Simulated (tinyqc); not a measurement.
# Input admittance of a MOSFET at zero drain bias: distributed channel and distributed gate: dividing a fixed width into fingers

Source and drain grounded, strong inversion, w = 2 pi f, Cox = eps0 eox/tox. The channel is an RC line of resistance 1/(mu Cox Vo) per square fed from both ends, so one finger has the intrinsic admittance y = i w Cox L tanh(g)/g per width, g = (1/2) sqrt(i w tau), tau = L^2/(mu Vo). The vertical resistance rv/L is in series with y, the overlaps 2 i w Cov in parallel: y_t = 1/(1/y + rv/L) + 2 i w Cov. The gate strip is a line of Rsh/L per length loaded by y_t, so a finger has Y = y_t Wf tanh(k)/k, k = (Wf/sd) sqrt(y_t Rsh/L); the device has Nf Y.

Low-frequency limits, with c = Cox L and ct = c + 2 Cov: R_strip = Rsh Wf/(3 sd^2 L Nf), R_ch = (c/ct)^2 L/(12 mu Cox Vo Wf Nf), R_vert = (c/ct)^2 rv/(L Wf Nf), C = ct Wf Nf. Total width Wf Nf = 64 um; each finger also has a contact resistance Rc at each contacted end, which adds Rc/(sd Nf). The resistances are low-frequency limits, good while |k| is below about 1; the far-point signal is |1/cosh k| at f, without Rc.

Values chosen for this exercise; values of the order met in silicon radio-frequency transistors: relative permittivity of the gate insulator (close to zirconium oxide) eox = 25.5; insulator thickness tox = 10 nm; channel length L = 1.3 um; channel mobility mu = 440 cm^2/(V s); gate overdrive Vo = 0.2 V; sheet resistance of the gate Rsh = 19 ohm/square; vertical resistivity of the gate stack rv = 0 ohm um^2; number of ends at which a finger is contacted sd = 2; overlap and fringe capacitance on each side Cov = 0.33 fF/um; frequency f = 2.1 GHz.

Constants: eps0 = 8.8541878128e-14 F/cm where lengths are in cm. Results are converted to the units shown.

The same in every row: R_ch + R_vert (ohm) = 8.149.

Result of one run:

| Wf (um) | R_strip (ohm) | Rc/(sd Nf) for Rc = 30 ohm (ohm) | sum (ohm) | signal at the far point |
|---|---|---|---|---|
| 2.000 | 0.07612 | 0.4688 | 8.694 | 0.9994 |

Which number of fingers Nf gave this result: 4, 8, 16, 32 or 128?

Nf = 32.

The whole series:

| Nf | Wf (um) | R_strip (ohm) | Rc/(sd Nf) for Rc = 30 ohm (ohm) | sum (ohm) | signal at the far point |
|---|---|---|---|---|---|
| 1 | 64.00 | 77.95 | 15.00 | 101.1 | 0.3199 |
| 2 | 32.00 | 19.49 | 7.500 | 35.14 | 0.7743 |
| 4 | 16.00 | 4.872 | 3.750 | 16.77 | 0.9558 |
| 8 | 8.000 | 1.218 | 1.875 | 11.24 | 0.9905 |
| 16 | 4.000 | 0.3045 | 0.9375 | 9.391 | 0.9977 |
| 32 | 2.000 | 0.07612 | 0.4688 | 8.694 | 0.9994 |
| 64 | 1.000 | 0.01903 | 0.2344 | 8.402 | 0.9999 |
| 128 | 0.5000 | 0.004758 | 0.1172 | 8.271 | 1.000 |

R_strip falls as 1/Nf^2, from 77.9 to 0.00476 ohm, the contact term as 1/Nf, and R_ch + R_vert stays at 8.15 ohm since the total width is fixed. The sum is within a factor 1.5 of that floor from Nf = 8 on. More fingers add wiring capacitance, which is left out.

Computed by the program tinyqc: `OMP_NUM_THREADS=1 python tinyqc.py 2262228 2262229 out.jsonl`, one thread of a shared Intel Xeon 2.30GHz, about 0.01 s for the whole run.
